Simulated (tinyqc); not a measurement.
Space-charge-limited current through a thin insulating or semi-insulating film with traps. Inputs raised by 5 %, one at a time. Computed by tinyqc, a small Python program. Command: `OMP_NUM_THREADS=1 python tinyqc.py 3026920 3026921 out.jsonl sclc sens`. One thread of a shared host (Intel(R) Xeon(R) Processor @ 2.30GHz), about 0.01 s of CPU time with the checks.

One ohmic injecting contact at x = 0 (field zero), drift only, non-degenerate free carriers.

Inputs (values chosen for the exercise, modelled on semi-insulating GaN):

| quantity | value | unit |
|---|---|---|
| permittivity eps | 9.7 | - |
| band mobility mu | 320 | cm^2/(V s) |
| effective density of states N_c | 2.3e+18 | 1/cm^3 |
| trap density N_t | 7.3e+14 | 1/cm^3 |
| equilibrium Fermi level below the band edge, E_0 | 0.7 | eV |
| thickness d | 2700 | nm |
| free density at the anode, in units of N_c | 0.00055 | - |
| temperature T | 400 | K |
| trap level E_t below the band edge | 0.29 | eV |

Traps: single level.

Constants: k_B = 8.617333262e-05 eV/K; e = 1.602176634e-19 C; eps_0 = 8.8541878128e-12 F/m.

Method:
- Free density n_0 = N_c exp(-E_0/k_B T) in equilibrium; trapped density n_t(n) = N_t/(1 + n_1/n), n_1 = N_c exp(-E_t/k_B T).
- theta = n/(n + n_t) at the anode density; trap-filled-limit voltage V_TFL = e (N_t - n_t(n_0)) d^2/(2 eps eps_0).
- J = e mu n F and (eps eps_0/e) dF/dx = n - n_0 + n_t(n) - n_t(n_0) = rho(n). With F = J/(e mu n): d = (eps eps_0 J/(e^2 mu)) I_1 and V = (eps eps_0 J^2/(e^3 mu^2)) I_2, I_k = int_(n_L)^infinity dn/(n^(k+1) rho(n)), n_L the density at the anode; with u = n_L/n, 200 Gauss-Legendre points in t, u = 1 - (1 - t)^2.
- Anode field J/(e mu n_L); Mott-Gurney current (9/8) eps eps_0 mu V^2/d^3; ohmic current e n_0 mu V/d.

Runs:

| input moved | from | to | current density J (A/cm^2) | voltage V (V) | theta | V_TFL (V) |
|---|---|---|---|---|---|---|
| base run | - | - | 10660 | 28.821 | 0.70863 | 4.9637 |
| permittivity eps | 9.7 | 10.185 | 10153 | 27.449 | 0.70863 | 4.7274 |
| band mobility mu (cm^2/(V s)) | 320 | 336 | 11193 | 28.821 | 0.70863 | 4.9637 |
| trap density N_t (1/cm^3) | 7.3e+14 | 7.665e+14 | 10778 | 29.107 | 0.69845 | 5.2119 |
| thickness d (nm) | 2700 | 2835 | 11193 | 31.776 | 0.70863 | 5.4725 |
| trap level E_t below the band edge (eV) | 0.29 | 0.3045 | 10852 | 29.246 | 0.68671 | 4.9637 |
| temperature T (K) | 400 | 420 | 10430 | 28.306 | 0.73521 | 4.9637 |
| free density at the anode, in units of N_c | 0.00055 | 0.0005775 | 11656 | 30.031 | 0.71580 | 4.9637 |

Exponents ln(y'/y) / ln(x'/x):

| input | current density J | voltage V | theta | V_TFL |
|---|---|---|---|---|
| permittivity eps | -1.000 | -1.000 | 0.000 | -1 |
| band mobility mu | 1.000 | 0.000 | 0.000 | 0 |
| trap density N_t | 0.225 | 0.202 | -0.296 | 1 |
| thickness d | 1.000 | 2.000 | 0.000 | 2 |
| trap level E_t below the band edge | 0.366 | 0.299 | -0.644 | 0 |
| temperature T | -0.447 | -0.370 | 0.755 | 0 |
| free density at the anode, in units of N_c | 1.830 | 0.843 | 0.206 | 0 |

To which inputs is each result most sensitive?

Among the inputs moved here: current density J answers most in size to free density at the anode, in units of N_c (exponent +1.830), next to permittivity eps (-1.000). Its exponent +1.000 in band mobility mu: the mobility only scales the current. Its exponent +1.000 in thickness d: at a fixed anode density J scales as d. Voltage V answers most in size to thickness d (exponent +2.000), next to permittivity eps (-1.000); its exponent is below 0.0005 for band mobility mu. Its exponent +2.000 in thickness d: at a fixed anode density V scales as d^2. Theta answers most in size to temperature T (exponent +0.755), next to trap level E_t below the band edge (-0.644); its exponent is below 0.0005 for permittivity eps, band mobility mu, thickness d. V_TFL answers most in size to thickness d (exponent +2.000), next to permittivity eps (-1.000); its exponent is below 0.0005 for band mobility mu, trap level E_t below the band edge, temperature T, free density at the anode, in units of N_c. Its exponent +1.000 in trap density N_t: the charge of the filled traps.

Caution (all rows): J V exceeds 1e5 W/cm^2, where self-heating, left out here, would matter. Caution (all rows): mu V/d exceeds 1e7 cm/s, so velocity saturation would limit the current.
